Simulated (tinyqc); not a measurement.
# Narrowing from the saturation current

Inverse problem. A uniform n-type emitter has J0 = (q p0 D/L)(s + tanh(W/L))/(1 + s tanh(W/L)), D = mup Vt, s = S L/D, and p0 = (ni^2/N) exp(dE_app/kB T), where dE_app = dEg + kB T ln[(N/Nc) exp(-eta)]. Find p0, dE_app and dEg.

Values chosen for this exercise; band and dielectric values close to those of silicon:
- T = 250 K (temperature)
- Nc = 2.11e19 cm^-3 (conduction-band density of states at 250 K)
- N = 1.9e20 cm^-3 (ionised donor density)
- mup = 230 cm^2/(V s) (minority-hole mobility)
- W = 180 nm (emitter width)
- S = 5600 cm/s (recombination velocity at the contact)

Constants: q = 1.602176634e-19 C, kB = 1.380649e-23 J/K, Vt = kB T/q. Results are converted to the units shown.

J0 = 0.014991251 fA/cm^2
L = 234.29412 nm
ni = 1.3414722e8 cm^-3
converged eta = 5.0646867

Answer. J0 gives p0, its ratio to ni^2/N gives dE_app, and the degeneracy term is taken off.

p0 = 6.692e-4 cm^-3
dE_app = 42.12 meV
dEg = 103.9 meV

tinyqc, about 0.01 s, one thread, Intel Xeon 2.30GHz (shared host): `OMP_NUM_THREADS=1 python tinyqc.py 2330161 2330162 out.jsonl`
